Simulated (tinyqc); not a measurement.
# Joule-heated wire on a substrate, fin equation, step by step

tinyqc, about 0.01 s, one thread, Intel Xeon 2.30GHz (shared host): `OMP_NUM_THREADS=1 python tinyqc.py 2520143 2520144 out.jsonl` Printed values are rounded.

A wire of length L loses heat along itself to two contacts and sideways to the substrate: kap A theta'' - g theta + p = 0 with theta = T - T0 and p = p0. The ends are held at T0. Constant conductivity, diffusive heat flow.

Inputs (values chosen for the exercise):
```
symbol  value     unit                                  meaning
T0        293        K    temperature of substrate and contacts
kap       120  W/(m K)              conductivity along the wire
A         150     nm^2                            cross-section
g        0.25  W/(m K)  conductance per length to the substrate
L        1500       nm              length between the contacts
Rc          0     K/uW       thermal resistance of each contact
p0      0.026    uW/nm                       heating per length
```

## Healing length

LH = sqrt(kap A/g); far from the contacts uniform heating p0 would give theta = p0/g.

LH = 268.328 nm
L/LH = 5.59017
p0/g = 104 K

## The tridiagonal system

Nodes x_i = i h, h = L/8; box widths w_i = h (h/2 at the ends); c = kap A/h; equation of node i: -c theta_(i-1) + d_i theta_i - c theta_(i+1) = b_i with d_i = 2 c + g w_i, b_i = p(x_i) w_i; theta = 0 at the end nodes.

c = 0.096 uW/K

| node | d (uW/K) | b (uW) |
|---|---|---|
| 1 | 0.238875 | 4.875 |
| 2 | 0.238875 | 4.875 |
| 3 | 0.238875 | 4.875 |
| 4 | 0.238875 | 4.875 |
| 5 | 0.238875 | 4.875 |
| 6 | 0.238875 | 4.875 |
| 7 | 0.238875 | 4.875 |

## Temperature rise

Solve -c theta_(i-1) + d_i theta_i - c theta_(i+1) = b_i for nodes 1 to 7, with theta = 0 at nodes 0 and 8.

| node | theta (K) |
|---|---|
| 0 | 0.0000 |
| 1 | 50.9517 |
| 2 | 76.0008 |
| 3 | 87.3785 |
| 4 | 90.6402 |
| 5 | 87.3785 |
| 6 | 76.0008 |
| 7 | 50.9517 |
| 8 | 0.0000 |

The hottest node is 4, at 90.64 K above T0; a mesh of 800 steps gives a peak of 91.34 K, so the coarse value is 0.76 % below it. On the fine mesh 64.5 % of the heat leaves through the substrate and the rest through the contacts.

## Closed form at the middle

theta(L/2) = (p0/g)[1 - 1/(cosh(L/(2 LH)) + Rc g LH sinh(L/(2 LH)))], LH = sqrt(kap A/g).

theta(L/2) = 91.3365 K
